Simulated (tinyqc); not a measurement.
Two-diode model of a solar cell: two steps of the calculation.

J is the current delivered and Vj = V + J Rs the junction voltage. J = X JL - J01 (exp(Vj/(n1 Vt)) - 1) - J02 (exp(Vj/(2 Vt)) - 1) - Vj/Rp. The photocurrent does not depend on voltage.

Values chosen for this exercise; values of the order met in cells of silicon:
- T = 298.15 K (temperature)
- JL = 37.3 mA/cm^2 (photocurrent at one sun)
- X = 0.1 suns (concentration)
- J01 = 4.5e-13 A/cm^2 (saturation current of the first diode)
- n1 = 1 (ideality factor of the first diode)
- Rs = 0.17 ohm cm^2 (series resistance)
- Rp = 20000 ohm cm^2 (shunt resistance)
- Pin = 100 mW/cm^2 (incident power at one sun)
- J02 = 6.6e-8 A/cm^2 (saturation current of the second diode (ideality 2))

Constants: q = 1.602176634e-19 C, kB = 1.380649e-23 J/K, Vt = kB T/q. Results are converted to the units shown.

Problem 1. New Vj. Open circuit: J(Vj) = 0. G = -dJ/dVj = J01 exp(Vj/(n1 Vt))/(n1 Vt) + J02 exp(Vj/(2 Vt))/(2 Vt) + 1/Rp. Vj(new) = Vj + J/G.

Vj at the start = 0.49 V

Give: J; G; Vj after iteration 1.

Solution 1.

J = 2.705 mA/cm^2
G = 0.02119 S/cm^2
Vj after iteration 1 = 0.6177 V

Problem 2. Figures of merit. Jsc at V = 0, Voc at J = 0, the maximum power point where J (1 + 2 Rs G) = G Vj with G = -dJ/dVj; FF = Vmp Jmp/(Voc Jsc); efficiency Vmp Jmp/(X Pin). Empirical fill factor without parasitics FF0 = (v - ln(v + 0.72))/(v + 1), v = Voc/(n1 Vt).

Find: Jsc; Voc; Vmp; Jmp; FF; efficiency; FF0.

Solution 2.

Jsc = 3.7300 mA/cm^2
Voc = 0.54860 V
Vmp = 0.44148 V
Jmp = 3.3352 mA/cm^2
FF = 0.71957
efficiency = 14.724 %
FF0 = 0.81683

FF is 12 % below FF0. Removing one loss at a time changes the efficiency by: second diode +3.19, shunt +0.10, series resistance +0.02 points.

Computed by the program tinyqc: `OMP_NUM_THREADS=1 python tinyqc.py 2280112 2280113 out.jsonl`, one thread of a shared Intel Xeon 2.30GHz, about 0.01 s for the whole run.
